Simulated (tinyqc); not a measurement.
Inside a calculation. Method: lattice vibrations of a chain. One step of it, computed by the program tinyqc.

Question. Frequencies. omega^2 are the eigenvalues; wavenumber = 521.4708 sqrt(eigenvalue) 1/cm.

D(q) (eV/(angstrom^2 u)):
```
[[1.602694, -1.126505, 1.326284+0.525113i],
 [-1.126505, 1.700935, -0.700194],
 [1.326284-0.525113i, -0.700194, 4.459016]]
```

Give: eigenvalues; wavenumbers; weights |e|^2 of the mass-weighted modes.

Answer.

eigenvalues: [0.4070, 1.9875, 5.3682]

wavenumbers (1/cm): [332.7, 735.2, 1208.2]

weights |e|^2 of the mass-weighted modes, order atom 1, atom 2, atom 3:
```
[[0.6061, 0.2243, 0.1696],
 [0.3584, 0.5588, 0.0828],
 [0.0355, 0.2169, 0.7477]]
```
